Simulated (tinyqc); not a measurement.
Ground and coupling capacitance from two measurements.

Question. A line has Cg to the planes and Cc to each of two neighbours. Find Cg, Cc, the load when both neighbours switch in antiphase, and the pulse on the line when it floats and both neighbours swing by Vx.

Inputs (values chosen for the exercise):
- Vx = 0.8 V (swing)

capacitance with neighbours driven alike and with neighbours grounded (aF/um): [37, 127]

Solution. Driven alike, Cc carries no charge, which leaves Cg; grounded neighbours give Cg + 2 Cc, antiphase Cg + 4 Cc; a floating line divides the swing as 2 Cc/(Cg + 2 Cc).

Cg = 37.00 aF/um
Cc = 45.00 aF/um
load in antiphase = 217.0 aF/um
pulse = 0.5669 V

Numbers from tinyqc (`OMP_NUM_THREADS=1 python tinyqc.py 2790154 2790155 out.jsonl`; about 1 s on one thread of a shared Intel Xeon 2.30GHz).
